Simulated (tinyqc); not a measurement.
Error from band bending against le.

In A the levels shift by pb (1 - z/W)^2 for z < W. The signal from depth z is weighted by exp(-z/le)/le, so the centroid shifts by pb [1 - 2/a + (2/a^2)(1 - exp(-a))], a = W/le, and the error of iA against its value at the interface is that less pb.

Parameters, values chosen for the exercise: band bending in A at the interface pb = 0.76 V; width of the bent region W = 20 nm.

Error from band bending against le:

| le (nm) | a | centroid shift (eV) | error (meV) |
|---|---|---|---|
| 0.5 | 40.00 | 0.7229 | -37.05 |
| 1.9 | 10.53 | 0.6293 | -130.7 |
| 3.4 | 5.882 | 0.5454 | -214.6 |
| 4.8 | 4.167 | 0.4814 | -278.6 |
| 6.2 | 3.226 | 0.4291 | -330.9 |
| 7.7 | 2.597 | 0.3833 | -376.7 |
| 9.1 | 2.198 | 0.3481 | -411.9 |
| 10.6 | 1.887 | 0.3167 | -443.3 |
| 12 | 1.667 | 0.2918 | -468.2 |

The size of the error rises from 37.1 to 468 meV; for large a it is 2 |pb|/a. It is below 50 meV, a typical accuracy of the method, in 1 of the 9 rows. Heavily doped substrates and deep-probing photons need the correction.

Numbers from tinyqc (`OMP_NUM_THREADS=1 python tinyqc.py 2410149 2410150 out.jsonl`; about 0.01 s on one thread of a shared Intel Xeon 2.30GHz).
